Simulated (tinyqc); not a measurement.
# Changing the mass of B

Model: collinear exchange A + BC -> AB + C on a London-Eyring-Polanyi-Sato surface: saddle, string of images and rate. Computed by tinyqc, a small Python program. Command: `OMP_NUM_THREADS=1 python tinyqc.py 3112081 3112082 out.jsonl leps sweep`. One thread of a shared host (Intel(R) Xeon(R) Processor @ 2.30GHz), about 0.2 s of CPU time with the checks.

x = r(AB), y = r(BC), r(AC) = x + y. V is counted from separated atoms, the barrier from A + BC, that is V + D(BC).

Inputs (values chosen for the exercise, bond data loosely for abstraction of hydrogen from a Ge-H bond by a hydrogen atom; the barrier is not fitted):
```
quantity            value           unit
D(AB)                4.76             eV
r0(AB)              0.742       angstrom
beta(AB)             1.94     1/angstrom
D(BC)                3.69             eV
r0(BC)               1.53       angstrom
beta(BC)             1.45     1/angstrom
D(AC)                3.66             eV
r0(AC)               1.53       angstrom
beta(AC)             1.45     1/angstrom
Sato parameter S    0.098              -
mass of A           1.008              u
mass of C            72.6              u
temperature T         900              K
step of the string   0.02  angstrom^2/eV
```

Constants: nu for 1 eV/(angstrom^2 u) = 15.6333042 THz; h x 1 THz = 4.135667696 meV; k_B = 1.380649e-23 J/K; u = 1.6605390666e-27 kg; k_B = 8.617333262e-05 eV/K.

Method:
- For each pair, with u = exp(-beta (r - r0)): Q = D [(3 + S) u^2 - (2 + 6 S) u]/(4 (1 + S)), J = D [(1 + 3 S) u^2 - (6 + 2 S) u]/(4 (1 + S)); V = Q1 + Q2 + Q3 - sqrt(((J1 - J2)^2 + (J2 - J3)^2 + (J3 - J1)^2)/2).
- String of 9 images between the fixed ends (r0(AB) + 2, r0(BC)) and (r0(AB), r0(BC) + 2), started on the two straight legs through (r0(AB) + 0.3, r0(BC) + 0.3): each iteration moves the inner images by -step x gradient (central differences) and spaces them evenly again along the broken line (coordinates are kept between 0.2 and 8 angstrom); stop when no coordinate changes by more than 1e-5 angstrom, at most 400 iterations.
- From the highest inner image, z -> z - H^-1 g with gradient g and Hessian H by central differences, steps capped at 0.15 angstrom, 12 steps.
- Wilson matrix G = [[1/m_A + 1/m_B, -1/m_B], [-1/m_B, 1/m_B + 1/m_C]]; eigenvalues lambda of G H give nu = 15.6333042 THz x sqrt(|lambda|), the negative one being imaginary. Reactant: nu_BC from k = 2 D beta^2 and 1/m_B + 1/m_C. Skew angle: cos = sqrt(m_A m_C/((m_A + m_B)(m_B + m_C))).
- One-dimensional rate constant without tunnelling, k = sqrt(k_B T/(2 pi mu)) [sinh(h nu_BC/(2 k_B T))/sinh(h nu_s/(2 k_B T))] exp(-barrier/(k_B T)) with mu = m_A (m_B + m_C)/(m_A + m_B + m_C); Wigner factor 1 + (h nu_i/(k_B T))^2/24; adiabatic barrier = barrier + h (nu_s - nu_BC)/2.

One run for each value:
```
mass of B (u)  rate constant k (cm/s)  adiabatic barrier (eV)  imaginary frequency (THz)  skew angle (degrees)
1.008                            3566                  0.2795                      54.17                 45.39
2.014                            2449                  0.3082                      44.18                 55.27
3.016                            2085                  0.3195                      39.76                 60.63
6.000                            1695                  0.3324                      34.01                 68.62
12.000                           1462                  0.3397                      29.97                 75.06
19.000                           1359                  0.3424                      28.03                 78.47
```

Describe the trends.

Over the rows, rate constant k (cm/s) falls from 3570 to 1360 (exponent d ln y / d ln x -0.54 between the first rows and -0.16 between the last); adiabatic barrier (eV) rises from 0.279 to 0.342 (exponent d ln y / d ln x 0.14 between the first rows and 0.017 between the last); imaginary frequency (THz) falls from 54.2 to 28.0 (exponent d ln y / d ln x -0.29 between the first rows and -0.14 between the last).
